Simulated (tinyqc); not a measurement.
Transfer length from front and end resistance.

Inverse problem. A contact of length d and width W has Rc = (Rsh Lt/W) coth(d/Lt) and Re = (Rsh Lt/W)/sinh(d/Lt), with Rsh the sheet resistance under the metal and Lt = sqrt(rc/Rsh). Find Lt, Rsh and rc.

Inputs (values chosen for the exercise):
- d = 0.15 um (contact length)
- W = 14 um (contact width)

Rc = 4.9541347 ohm
Re = 1.7992576 ohm

Solution. Rc/Re = cosh(d/Lt) gives Lt, and Re then gives Rsh.

Lt = 0.08975 um
Rsh = 720.0 ohm/sq
rc = 5.800e-8 ohm cm^2

Numbers from tinyqc (`OMP_NUM_THREADS=1 python tinyqc.py 2760112 2760113 out.jsonl`; about 0.01 s on one thread of a shared Intel Xeon 2.30GHz).
